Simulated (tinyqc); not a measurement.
MOS inversion layer, Poisson-Schroedinger loop: one step of the calculation.

Electrons confined at an insulator interface at z = 0, treated as a hard wall; parabolic valleys, Hartree approximation, no image or exchange terms. The depletion charge lies far deeper than the electrons and gives a uniform field q Nd/(eps0 eps_r); the gate balances all charge. Energies are counted from the band edge at the interface.

Problem. Converged levels, occupations and centroid. Tridiagonal Hamiltonian with psi = 0 one step beyond both ends: H_ii = C (1/m_(i-1/2) + 1/m_(i+1/2))/hz^2 + V0_i + U_i (+ dE for the set B), H_(i,i+1) = -C/(m_(i+1/2) hz^2), C = hbar^2/(2 m0). The lowest 2 level(s) of each valley set are kept, normalised to hz sum |psi|^2 = 1. The mass is the same on all intervals.

Level k holds N_k = D_k Vt ln(1 + exp((EF - E_k)/Vt)) with D = 2 md1 m0 q/(pi hbar^2) for the set A, D = 4 md2 m0 q/(pi hbar^2) for the set B per eV (spin included); EF is fixed by sum N_k = Ns.

Solve for the levels with V0 + U, find EF, n_i = sum_k N_k |psi_k|^2 (in cm^-3); share of each level N_k/Ns; centroid sum n z/sum n.

Values chosen for this exercise; masses and permittivity close to those of silicon (100):
```
symbol,value,unit,meaning
T,400,K,temperature
mz1,0.929,m0,mass along z of valley set A (2 valley(s))
md1,0.187,m0,in-plane density-of-states mass of set A
mz2,0.189,m0,mass along z of valley set B (4 valley(s))
md2,0.419,m0,in-plane density-of-states mass of set B
Ns,4.2e11,cm^-2,sheet density of electrons
dE,0.1,eV,extra shift of set B (strain)
hz,0.7,nm,mesh step
```

Constants: q = 1.602176634e-19 C, kB = 1.380649e-23 J/K, hbar = 1.054571817e-34 J s, m0 = 9.1093837015e-31 kg, Vt = kB T/q, hbar^2/(2 m0) = 0.0380998212 eV nm^2. Results are converted to the units shown.

```
node  z (nm)  fixed potential V0 (eV)  converged U (1e-3 eV)
1        0.7               0.04149400              4.5861440
2        1.4               0.08298800              7.4652774
3        2.1               0.12448200              8.5844755
4        2.8               0.16597600              8.9323509
5        3.5               0.20747000              9.0210860
6        4.2               0.24896400              9.0400550
7        4.9               0.29045801              9.0440844
8        5.6               0.33195201              9.0450901
9        6.3               0.37344601              9.0453733
10         7               0.41494001              9.0454533
11       7.7               0.45643401              9.0454747
12       8.4               0.49792801              9.0454799
13       9.1               0.53942201              9.0454810
14       9.8               0.58091601              9.0454812
15      10.5               0.62241001              9.0454813
```

Wanted: levels; EF; shares; n; centroid.

Solution.

levels (eV): A1 0.12624, A2 0.21199, B1 0.31476, B2 0.46729
EF = 0.036065 eV
shares (%): A1 90.446, A2 7.763, B1 1.770, B2 0.021
n, node 1 to 15 (in units of 1e18 cm^-3): [2.2333, 2.3025, 1.0091, 0.3390, 0.0913, 0.0195, 0.0040, 0.0009, 0.0003, 0.0001, 0.0000, 0.0000, 0.0000, 0.0000, 0.0000]
centroid = 1.3806 nm

Numbers from tinyqc (`OMP_NUM_THREADS=1 python tinyqc.py 2160052 2160053 out.jsonl`; about 0.6 s on one thread of a shared Intel Xeon 2.30GHz).
